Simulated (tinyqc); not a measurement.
Diffused layer (Gaussian), carriers, mobility and sheet resistance with incomplete ionisation: two steps of the calculation.

A p-type layer from the surface x = 0 to the junction xj, N(x) = N0 exp(-(x/Ld)^2). Local neutrality (no depletion at surface or junction, no spilling of carriers), intrinsic carriers neglected, Boltzmann statistics.

Parameters, values chosen for the exercise; values close to those of boron in silicon over an n-type background:

| symbol | value | unit | meaning |
|---|---|---|---|
| T | 350 | K | temperature |
| Nb | 4e15 | cm^-3 | background doping of the opposite type |
| N0 | 1.3e17 | cm^-3 | peak chemical concentration |
| m1 | 45.6 | cm^2/(V s) | mobility limit at high doping |
| m2 | 466 | cm^2/(V s) | mobility limit at low doping, at 300 K |
| Nr | 2.2e17 | cm^-3 | reference doping of the mobility law |
| am | 0.696 |  | exponent of the mobility law |
| bt | 2.2 |  | temperature exponent of m2 |
| Ns | 1.93e20 | cm^-3 | solubility limit of active dopant |
| NB | 3.4e19 | cm^-3 | valence-band density of states at T |
| Ei | 0.0463 | eV | ionisation energy in the dilute limit |
| gd | 4 |  | degeneracy factor of the level |
| ks | 6.7e-9 | eV cm | lowering of Ei per N^(1/3) |
| Ld | 65 | nm | diffusion length 2 sqrt(D t) |

Constants: q = 1.602176634e-19 C, kB = 1.380649e-23 J/K, Vt = kB T/q. Results are converted to the units shown.

Task 1. Junction depth and local values. xj = Ld sqrt(ln(N0/Nb)); 10 equal steps from 0 to xj. Active dopant A = min(N, Ns); p solves p (p + Nb)/(A - Nb - p) = K, K = (NB/gd) exp(-E/Vt), E = max(Ei - ks A^(1/3), 0), so p = 2 K (A - Nb)/[Nb + K + sqrt((Nb + K)^2 + 4 K (A - Nb))]; mobility mu = m1 + (m2 (T/300 K)^(-bt) - m1)/(1 + ((A + Nb)/Nr)^am).

Give: xj; x; N; A; p; mu.

Result 1.

xj = 121.28 nm

```
point  x (nm)  N (cm^-3)  A (cm^-3)  p (1e17 cm^-3)  mu (cm^2/(V s))
0        0.00  1.3000e17  1.3000e17          1.1887           213.25
1       12.13  1.2555e17  1.2555e17          1.1488           214.88
2       24.26  1.1310e17  1.1310e17          1.0363           219.71
3       36.38  9.5033e16  9.5033e16          0.8712           227.57
4       48.51  7.4480e16  7.4480e16          0.6804           238.05
5       60.64  5.4447e16  5.4447e16          0.4914           250.52
6       72.77  3.7125e16  3.7125e16          0.3252           264.00
7       84.89  2.3611e16  2.3611e16          0.1938           277.32
8       97.02  1.4007e16  1.4007e16          0.0994           289.29
9      109.15  7.7503e15  7.7503e15          0.0374           299.00
10     121.28  4.0000e15  4.0000e15          0.0000           306.04
```

At the point of highest doping 94.3 % of the net active dopant gives free carriers. The mobility runs from 213 to 306 cm^2/(V s).

Task 2. Sheet quantities by the trapezoid rule. Dose = integral of N, carrier sheet density = integral of p, 1/Rs = q integral of p mu, mean mobility 1/(q Rs sheet density), Hall mobility (unit Hall factor) = integral of p mu^2 over integral of p mu, Hall sheet density = (integral of p mu)^2/integral of p mu^2; all from 0 to xj.

```
point     x (nm)     N (cm^-3)  p (1e17 cm^-3)  mu (cm^2/(V s))
0        0.00000        1.3e17       1.1887253        213.24890
1       12.12775  1.2555226e17       1.1487940        214.87847
2       24.25551  1.1310141e17       1.0363074        219.71322
3       36.38326  9.5032871e16       0.8711601        227.56658
4       48.51101  7.4480402e16       0.6804233        238.05395
5       60.63877  5.4446819e16       0.4913614        250.51788
6       72.76652  3.7124904e16       0.3252257        263.99929
7       84.89427  2.3611333e16       0.1937919        277.31808
8       97.02202  1.4006770e16       0.0993511        289.28680
9      109.14978  7.7502878e15       0.0373519        298.99506
10     121.27753          4e15       0.0000000        306.03584
```

Find: dose; carrier sheet density; Rs; mean mobility; Hall mobility; Hall sheet density.

Result 2.

dose = 7.4235e11 cm^-2
carrier sheet density = 6.6437e11 cm^-2
Rs = 40712 ohm/square
mean mobility = 230.76 cm^2/(V s)
Hall mobility = 232.44 cm^2/(V s)
Hall sheet density = 6.5956e11 cm^-2

Carriers make up 89.5 % of the dose. A Hall measurement weights the mobile tail, so its sheet density is 0.72 % below the true one.

tinyqc, about 0.02 s, one thread, Intel Xeon 2.30GHz (shared host): `OMP_NUM_THREADS=1 python tinyqc.py 2110157 2110158 out.jsonl`
